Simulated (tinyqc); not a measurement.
Worked calculation: spin coating of a resist or spin-on film: centrifugal thinning, evaporation and the final thickness (Emslie and Meyerhofer models). Computed by tinyqc, a small Python program that keeps every step. Command: `OMP_NUM_THREADS=1 python tinyqc.py 3111315 3111316 out.jsonl spincoat walk`. One thread of a shared host (Intel(R) Xeon(R) Processor @ 2.30GHz), about 0.09 s of CPU time with the checks. Intermediate numbers are printed to about 5 digits and carried at full precision; extremes and crossings named in words are read from the listed rows.

A Newtonian film stays uniform over the wafer; solvent and solids have the same density and the concentration is uniform through the thickness.

Inputs (values chosen for the exercise, of the order of those of a polymer resist in an ester solvent):
```
quantity                                 value          unit
solids volume fraction c0                 0.27             -
kinematic viscosity of the solvent nu_s    2.5        mm^2/s
viscosity constant k                       300        mm^2/s
viscosity exponent gamma                   3.3             -
spin speed f                              4000           rpm
evaporation rate at 1000 rpm e0           0.25  micrometre/s
starting thickness h0                      200    micrometre
time t                                     2.5             s
wafer radius R                             150            mm
shrinkage in the bake                       11             %
```

## Rates

omega = 2 pi f/60; nu(c) = nu_s + k c^gamma; evaporation rate e = e0 sqrt(f/1000 rpm). Flow constant K = 2 omega^2/(3 nu(c0)); Reynolds number of the air omega R^2/nu_air with nu_air = 15 mm^2/s.

omega = 418.88 1/s

nu(c0) = 6.4868 mm^2/s

evaporation rate e = 0.5 micrometre/s

flow constant K = 0.018033 1/(micrometre^2 s)

Reynolds number of the air = 6.2832e+05

Caution: above a Reynolds number of about 3e5 the air flow near the rim turns turbulent, and evaporation is no longer uniform.

## Thinning without evaporation

dh/dt = -K h^3 gives h = h0/sqrt(1 + 2 K h0^2 t); for long times h = 1/sqrt(2 K t).

h(t) without evaporation = 3.3299 micrometre

long-time form = 3.3303 micrometre

time 1/(2 K h0^2) = 6.9319e-04 s

The long-time form is within 0.014 %: the starting thickness is forgotten.

## The two-stage estimate

Meyerhofer estimate: flow rules until (1 - c0) K h^3 = e, then evaporation alone: h_w = (e/((1 - c0) K))^(1/3), dry film c0 h_w.

wet thickness h_w = 3.3615 micrometre

dry film, estimate = 907.60 nm

drying time (1 - c0) h_w/e = 4.9078 s

## First explicit step of the full model

Solids s and liquid l per area start at s = c0 h0, l = (1 - c0) h0. With h = h0 and c = c0: Q = K h^3, K = 2 omega^2/(3 nu); one Euler step of length dt = 0.01 h0/Q for s and l, ds/dt = -c Q, dl/dt = -(1 - c) Q - e.

Q = 1.4426e+05 micrometre/s

dt = 1.3864e-05 s

s = 53.46 micrometre

l = 144.54 micrometre

Q/e at the start = 2.8852e+05

## The full model

Full model for solids s and liquid l per area, h = s + l, c = s/h: ds/dt = -c Q, dl/dt = -(1 - c) Q - e, Q = 2 omega^2 h^3/(3 nu(c)); integrated adaptively (relative tolerance 1e-9) until l = 0. Dry film = s at l = 0, before the bake; film after the bake = s x (1 - shrinkage).

time to dry = 6.2693 s

dry film = 994.11 nm

film after the bake = 884.76 nm

## Course in time

Times are fractions of the time to dry.

History:
```
fraction       t (s)  h (micrometre)        c  nu (mm^2/s)         Q/e  s (nm)
0.003     1.8808e-02          37.706  0.27005         6.49  1.9327e+03   10182
0.010     6.2693e-02          20.911  0.27027         6.50  3.2909e+02    5652
0.030     1.8808e-01          12.107  0.27141         6.56  6.3333e+01    3286
0.100     6.2693e-01           6.604  0.27866         6.92  9.7327e+00    1840
0.200     1.2539e+00           4.610  0.29536         7.86  2.9163e+00    1362
0.350     2.1943e+00           3.370  0.33340        10.50  8.5300e-01    1124
0.500     3.1347e+00           2.659  0.39042        15.96  2.7543e-01    1038
0.700     4.3885e+00           1.947  0.51440        35.95  4.8053e-02    1002
0.900     5.6424e+00           1.308  0.76031       123.95  4.2261e-03     995
```

Q/e drops below 1 between t = 1.3 and 2.2 s, when c has risen from 0.27 to about 0.333; after that row the solids fall by a further 12 %. The full model gives 1.10 times the two-stage estimate.

## Spin curve

The formulas are those given above.

Dry film against speed:
```
f (rpm)  full model (nm)  estimate (nm)  time to dry (s)
500               2811.7         2567.1           50.115
1000              1988.2         1815.2           25.069
1500              1623.4         1482.1           16.715
2000              1405.9         1283.5           12.537
3000              1147.9         1048.0            8.359
4000               994.1          907.6            6.269
6000               811.7          741.1            4.180
```

The full thickness goes as f^-0.500; the estimate as (e/omega^2)^(1/3) = f^(-1/2). The time to dry goes as f^-1.00. A thickness window of 1 % allows a speed error of about 2 %.

Checks made by the program: constant-viscosity run against c0 h0 exp(-int K h^2 dt) (relative difference 1e-05).
